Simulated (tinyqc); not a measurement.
Inside a calculation: Fermi-Dirac statistics of conduction electrons. Values are carried at full precision from step to step, so a last printed digit may differ when a step is redone from the rounded ones.

Constants: hbar^2/2m0 = 3.80998211 eV angstrom^2; kB = 8.617333262e-05 eV/K; e^2/(4 pi eps0) = 14.39964547 eV angstrom.

Values chosen for the exercise (near those of Ge, lowest valleys alone; the results hold for these values, not for the real material):
- m = 0.5385 m0 (density-of-states mass of the conduction band)
- T = 300 K
- n = 2.6e+19 1/cm^3 (electron density)
- eps = 16.7 (static dielectric constant)
- alpha = 0.6 1/eV (non-parabolicity)

## Reduced density

N = 2 (m kB T/(4 pi c))^(3/2) with c = hbar^2/2m0, in 1/angstrom^3; times 1e24 for 1/cm^3; u = n/Nc.

kT = 0.025852 eV
Nc = 9.9163e+18 1/cm^3
u = n/Nc = 2.6219

## Reduced Fermi level by five rules

F_j(eta) = (1/Gamma(j + 1)) integral_0^infinity x^j dx/(1 + exp(x - eta)), which tends to exp(eta) for eta << 0.

With u = n/Nc: Boltzmann eta = ln u; Joyce-Dixon eta = ln u + u/sqrt(8) - 4.95009e-3 u^2 + 1.48386e-4 u^3 - 4.42563e-6 u^4; Nilsson eta = ln u/(1 - u^2) + v/(1 + (0.24 + 1.08 v)^-2) with v = (3 sqrt(pi) u/4)^(2/3); fully degenerate limit eta = v; exact: F_1/2(eta) = u.

Find eta = (EF - Ec)/kT by each rule.

eta: Boltzmann 0.964, Joyce-Dixon 1.859, Nilsson 1.862, degenerate 2.299, exact 1.859

Against the exact value the errors are Boltzmann -0.895, Joyce-Dixon 0.000, Nilsson +0.002, degenerate limit +0.439 (in kT).

## Exact eta by Newton steps

Solve ln F_1/2(eta) = ln u from the Boltzmann value; dF_1/2/d eta = F_-1/2, so the step is -ln(F_1/2/u) F_1/2/F_-1/2. Stop below 1e-9.

Newton steps:
```
step       eta    F_1/2   F_-1/2  step taken
1     0.963915  1.53887  1.01098       0.811
2     1.775020  2.50496  1.36893      0.0835
3     1.858535  2.62078  1.40462    0.000823
4     1.859358  2.62194  1.40497    7.90e-08
5     1.859358  2.62194  1.40497    6.22e-16
```

Converged in 5 steps.

## Mean energy, Einstein relation and screening

eta = 1.85936

Mean kinetic energy <E> = (3/2) kT F_3/2/F_1/2; D/mu = (kT/e) F_1/2/F_-1/2; dn/dEF = (Nc/kT) F_-1/2; screening length L = (4 pi (e^2/(4 pi eps0)) (dn/dEF)/eps)^(-1/2), with dn/dEF in 1/(angstrom^3 eV) (1/cm^3 = 1e-24/angstrom^3).

F_-1/2, F_1/2, F_3/2: 1.405  2.622  3.783

<E> = 55.94 meV
D/mu = 48.24 mV
dn/dEF = 5.389e+20 1/(cm^3 eV)
L = 13.09 angstrom

EF lies within 2 kT of the edge. D/mu is 1.866 times kT/e and <E> is 1.443 times (3/2) kT; the Debye formula, with n/kT in place of dn/dEF, would give L = 9.579 angstrom.

## Fermi level in the non-parabolic band

Non-parabolic band E (1 + alpha E) = c k^2/m: n = Nc (2/sqrt(pi)) integral_0^infinity sqrt(x (1 + a x)) (1 + 2 a x) dx/(1 + exp(x - eta)) with a = alpha kT and eta = (EF - Ec)/kT; a = 0 gives n = Nc F_1/2(eta).

Solve for eta at the same n.

a = 0.01551
eta = 1.712
EF - Ec = 44.27 meV

The extra states lower EF by 3.80 meV against the parabolic band.

## Checks

- Non-parabolic integral at a = 0 against F_1/2(2): both 2.823721.
- F_1/2(40) against the Sommerfeld form (4/(3 sqrt(pi))) eta^(3/2) (1 + pi^2/(8 eta^2)): both 190.45.

(tinyqc, `OMP_NUM_THREADS=1 python tinyqc.py 1681661 1681662 out.jsonl`, Intel(R) Xeon(R) Processor @ 2.30GHz, 1 thread, shared host, about 0.01 s.)
